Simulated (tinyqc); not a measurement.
Inside a calculation. Model: thermal stress and diffusional relaxation in a metal film: Coble and Nabarro-Herring creep, cooling and holds. Computed by tinyqc, a small Python program that keeps every step. Command: `OMP_NUM_THREADS=1 python tinyqc.py 3001941 3001942 out.jsonl creep walk`. One thread of a shared host (Intel(R) Xeon(R) Processor @ 2.30GHz), about 0.03 s of CPU time with the checks. Intermediate numbers are printed to about 6 digits and carried at full precision; extremes and crossings named in words are read from the listed rows.

A thin film on a rigid substrate is stress-free at T0. Tension is positive and the film creeps linearly: d sigma/dt = -M (mismatch) dT/dt - sigma/tau.

Inputs (values chosen for the exercise, modelled on copper films on silicon):
```
quantity,value,unit
biaxial modulus M,175,GPa
expansion mismatch,14.5,1e-6/K
atomic volume Omega,11.8,angstrom^3
lattice prefactor D0,2.5e-05,m^2/s
lattice energy E,2.03,eV
boundary prefactor (delta D_b)0,7e-15,m^3/s
boundary energy E_b,1.08,eV
grain size d,0.45,um
stress-free temperature T0,350,C
hold temperature T,120,C
hold time t,4,h
cooling rate,30,C/min
yield stress,390,MPa
```

Constants: k_B = 1.380649e-23 J/K; k_B = 8.617333262e-05 eV/K.

## Elastic stress after a quench

Thermoelastic slope = M x mismatch; sigma_0 = slope x (T0 - T).

thermoelastic slope = 2.5375 MPa/K

stress after a quench sigma_0 = 583.625 MPa

Caution: the elastic stress exceeds the yield stress, so dislocation glide would cap it first.

## Creep at the hold temperature

Creep rate per stress: Nabarro-Herring 14 D Omega/(k_B T d^2), Coble (14 pi) delta D_b Omega/(k_B T d^3), with D = D0 exp(-E/(k_B T)), delta D_b = (delta D_b)0 exp(-E_b/(k_B T)); 1/tau = M x (sum of both)/2 (biaxial strain rate is half the uniaxial one). Temperatures in kelvin are T(C) + 273.15. sigma(t) = sigma_0 exp(-t/tau), relaxed part sigma_0 - sigma(t); the grain size where both mechanisms are equal is pi delta D_b/D.

Nabarro-Herring rate = 3.56758e-26 1/(Pa s)

Coble rate = 1.05073e-16 1/(Pa s)

relaxation time tau = 30.2133 h

stress after the hold = 511.254 MPa

stress relaxed during the hold = 72.3709 MPa

crossover grain size = 1.32535e+09 um

Coble creep is 2.9e9 times as fast as Nabarro-Herring creep at this grain size. The crossover size is formal, far above any film grain. Caution: bulk creep laws overstate relaxation in a bonded film, where the substrate constrains boundary diffusion, and dislocation glide is left out.

## Stress after cooling to room temperature

Cooling from T0 at the constant rate: d sigma/dT = -slope + sigma/(tau(T) x rate), integrated to 25 C (stiff solver, tolerance 1e-9). Effective stress-free temperature T_eff = 25 C + sigma/slope.

stress at 25 C = 555.529 MPa

effective stress-free temperature = 243.928 C

Creep during cooling removes 32.6 % of the elastic value. Caution: bulk creep laws overstate relaxation in a bonded film, and dislocation glide would cap stresses above the yield stress.

## Where a fixed hold relaxes most

For each hold temperature: sigma_0 = slope (T0 - T), relaxed stress sigma_0 (1 - exp(-t/tau)), initial rate sigma_0/tau. In confined lines the relaxed part appears as void volume.

Holds:
```
T (C),sigma_0 (MPa),tau (h),relaxed (MPa),initial rate (MPa/h)
25,824.6875,5.90699e+05,5.58447e-03,1.39612e-03
65,723.1875,4.64036e+03,6.23121e-01,1.55847e-01
105,621.6875,1.02913e+02,2.37000e+01,6.04089e+00
145,520.1875,4.77804e+00,2.94979e+02,1.08870e+02
185,418.6875,3.82351e-01,4.18676e+02,1.09503e+03
225,317.1875,4.62233e-02,3.17188e+02,6.86207e+03
265,215.6875,7.69595e-03,2.15688e+02,2.80261e+04
305,114.1875,1.65057e-03,1.14188e+02,6.91805e+04
345,12.6875,4.33995e-04,1.26875e+01,2.92342e+04
```

The relaxed stress peaks at 185 C among these rows: colder holds have more stress but slower diffusion, hotter ones faster diffusion but less stress. The initial rate peaks about k_B T^2/E_b = 31 K below T0 when boundaries dominate; its largest row is 305 C. Caution: dislocation glide would cap stresses above the yield stress; capping layers can block the surface and boundary paths, and threshold stresses are ignored.

Checks made by the program: cooling integral by quadrature (relative difference 2e-09).
